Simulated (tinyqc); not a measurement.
Polar nitride quantum well with polarisation fields, step by step. Values are carried at full precision from step to step, so a last printed digit may differ when a step is redone from the rounded ones.

Growth along [0001]. e_par = (a_sub - a)/a, Ppz = 2 e_par (e31 - e33 C13/C33), P = Psp + Ppz in each layer; strain relaxation and the strain shift of the gaps are left out, although thick layers with more than about 1 % mismatch would relax.

Constants: hbar^2/2m0 = 3.80998211 eV angstrom^2; hc = 1239.841984 eV nm.

Parameters, chosen for this exercise (near those of an InGaN well in GaN; not measured data):
```
symbol  value    unit      meaning
a_w     3.228    angstrom  lattice constant a, well
a_b     3.189    angstrom  lattice constant a, barrier
a_sub   3.189    angstrom  in-plane lattice constant of the stack
Psp_w   -0.0315  C/m^2     spontaneous polarisation
Psp_b   -0.0351  C/m^2     spontaneous polarisation
e31_w   -0.344   C/m^2
e31_b   -0.323   C/m^2
e33_w   0.666    C/m^2
e33_b   0.668    C/m^2
C_w     0.271              C13/C33
C_b     0.271              C13/C33
Lw      18       angstrom  well width
Lb      100      angstrom  barrier width
eps_w   10.7               dielectric constant
eps_b   10.3               dielectric constant
Eg      3        eV        gap of the well
Vc      0.299    eV        conduction offset
Vv      0.141    eV        valence offset
me      0.186    m0        electron, well
meb     0.2      m0        electron, barrier
mh      1.77     m0        hole, everywhere
```

## Strain and polarisation

Give strain and polarisation of well and barrier; the bound sheet charge is |P_w - P_b|/e with e = 1.602176634e-19 C.

Layers:
```
layer       e_par  Ppz (C/m^2)  P (C/m^2)
well     -0.01208      0.01267   -0.01883
barrier   0.00000      0.00000   -0.03510
```

sheet charge = 1.016 x 1e13/cm^2

Of P_w - P_b = +0.0163 C/m^2 the piezoelectric part gives +0.0127 and the spontaneous part +0.0036.

## Built-in fields

In a periodic stack without free charge the potential drop over a period vanishes: F_w = (P_b - P_w) Lb/(eps0 (eps_w Lb + eps_b Lw)), F_b = -F_w Lw/Lb, eps0 = 8.8541878e-12 F/m; 1 MV/cm = 1e8 V/m = 0.01 V/angstrom.

Give both fields and the drop |F_w| Lw across the well.

F_w = -1.464 MV/cm
F_b = 0.264 MV/cm
drop = 0.264 eV

## Levels with and without the field

Envelope functions on cells of 0.25 angstrom over barrier, well, barrier (widths Lb, Lw, Lb), psi = 0 beyond, psi'/m continuous (mean mass between points), c = hbar^2/2m0. With u(z) the integral of e F (F_w in the well, F_b = -F_w Lw/Lb in the barriers, 1 MV/cm = 0.01 V/angstrom), zero at the centre of the well, the electron sees u plus Vc in the barriers and the hole -u plus Vv. The transition is Eg + E_e + E_h; excitons are left out.

Ground states of electron and hole, their centres, the squared overlap, the transition and its wavelength hc/E.

Results:
```
case            E_e (eV)  E_h (eV)  <z>_e  <z>_h  overlap^2  E (eV)     nm
no field          0.1492    0.0311    0.0    0.0      0.885  3.1803  389.8
built-in field    0.1259   -0.0157    5.4   -6.4      0.417  3.1102  398.6
```

The field shifts the line by -70 meV, pulls the carriers 11.8 angstrom apart and, with the rate proportional to overlap^2, lengthens the radiative lifetime by a factor 2.12.

## Estimate from two triangular wells

For a strong field: E = Eg - |e F_w| Lw + a0 (c (e F_w)^2)^(1/3) (me^(-1/3) + mh^(-1/3)), a0 = 2.338107, hard walls, c = hbar^2/2m0, 1 MV/cm = 0.01 V/angstrom.

electron term = 0.3829 eV
hole term = 0.1807 eV
E = 3.3000 eV

The electron term exceeds the drop across the well, so the electron still feels the far wall and the estimate is outside its range. Against the grid result 3.1102 eV the estimate errs by +190 meV: +125 from the electron and +65 from the hole, since hard walls stand in for offsets of 0.299 and 0.141 eV into which the carriers leak.

## Checks

- Electron level without field against the matching condition of the square well, eV: both 0.149.

Program tinyqc; command `OMP_NUM_THREADS=1 python tinyqc.py 1282312 1282313 out.jsonl`; about 0.08 s on one thread of a shared Intel(R) Xeon(R) Processor @ 2.30GHz.
